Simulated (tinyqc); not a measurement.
Model parameters from four stresses.

Question. The threshold shift of a transistor under bias-temperature stress follows dV = A (V/V0)^g exp[-(Ea q/kB)(1/T - 1/T0)] (t/1 s)^n. Find n, A, g and Ea.

Inputs (values chosen for the exercise):
- V0 = 1.6 V (reference stress voltage)
- T0 = 398 K (reference temperature)

Constants: q = 1.602176634e-19 C, kB = 1.380649e-23 J/K. Results are converted to the units shown.

dV at (V0, T0, 10 s), (V0, T0, 1000 s), (1.3 V, T0, 1000 s) and (V0, 423 K, 1000 s) (mV): [8.3636097, 20.062902, 10.111390, 24.671785]

Solution. Each pair differs in one condition, and the logarithm of its ratio gives one exponent.

n = 0.1900
A = 5.400 mV
g = 3.300
Ea = 0.1200 eV

tinyqc, about 0.01 s, one thread, Intel Xeon 2.30GHz (shared host): `OMP_NUM_THREADS=1 python tinyqc.py 2070132 2070133 out.jsonl`
